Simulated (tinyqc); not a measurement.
# Changing the deposition rate over sputter rate on a flat surface, D/S

Model: physical sputtering: collision-cascade yield, angular dependence, faceting and resputtering in deposition. Computed by tinyqc, a small Python program. Command: `OMP_NUM_THREADS=1 python tinyqc.py 3025615 3025616 out.jsonl sputter sweep`. One thread of a shared host (Intel(R) Xeon(R) Processor @ 2.30GHz), about 0.01 s of CPU time with the checks.

Ions start collision cascades; atoms that reach the surface with more than U leave. The target is amorphous or fine-grained.

Inputs (values chosen for the exercise, modelled on argon ions on germanium): ion Z1 = 18; ion mass M1 = 39.95 u; target Z2 = 32; target mass M2 = 72.6 u; surface binding energy U = 3.85 eV; target density N = 44.2 1/nm^3; fit factor Q = 0.58; ion energy E = 530 eV; current density J = 5 mA/cm^2; angular exponent f = 1.8; angle of the largest yield = 77 degrees; angle of incidence = 65 degrees.

Constants: e = 1.602176634e-19 C.

Method:
- gamma = 4 M1 M2/(M1 + M2)^2; threshold E_th = 6.7 U/gamma for M1 >= M2, else U (1 + 5.7 M1/M2)/gamma. eps = 0.03255 M2 E/(Z1 Z2 (M1 + M2) z), z = (Z1^(2/3) + Z2^(2/3))^(1/2), E in eV; s_n = 3.441 sqrt(eps) ln(eps + 2.718)/(1 + 6.355 sqrt(eps) + eps (6.882 sqrt(eps) - 1.708)); S_n = 84.78 Z1 Z2 M1 s_n/((M1 + M2) z) in eV angstrom^2; alpha = 0.249 (M2/M1)^0.56 + 0.0035 (M2/M1)^1.5 for M1 <= M2, else 0.0875 (M2/M1)^(-0.15) + 0.165 M2/M1; Y0 = 0.042 Q alpha S_n/U [1 - sqrt(E_th/E)]^2.5 (the electronic-loss factor of the full formula is dropped).
- Erosion rate = Y0 J/(e N); 1 cm^2 = 1e14 nm^2.
- Angular law: Y/Y0 = t^f exp(-f cos(a_opt)(t - 1)), t = 1/cos(angle), largest at a_opt. A plane tilted by the angle recedes along the beam at a speed proportional to Y(angle), and along its own normal as Y cos(angle).
- With a directional flux, net growth along the beam is D - S Y(angle)/Y0. Slopes where Y/Y0 exceeds D/S are etched: solve Y/Y0 = D/S below a_opt, if the largest Y/Y0 exceeds D/S. The normal speed is largest where f (1 - cos(a_opt)/cos(angle)) = 1, cos(angle) = f cos(a_opt)/(f - 1), or at angle 0 if this exceeds 1.

One run for each value:
```
deposition rate over sputter rate on a flat surface, D/S  angle of zero net growth (degrees)
1.05                                                                                   15.10
1.54                                                                                   43.85
2.04                                                                                   55.49
2.53                                                                                   62.80
3.03                                                                                   68.56
3.52                                                                                   74.15
```

What does the table show, and why?

Over the rows, angle of zero net growth (degrees) rises from 15.1 to 74.1 (exponent d ln y / d ln x 2.8 between the first rows and 0.52 between the last). A larger D/S lets steeper slopes survive. Left out: 4.01, 4.51, 5.00 (a listed quantity is not defined there).

Extremes, crossings and ranges named in words are read from the listed rows.
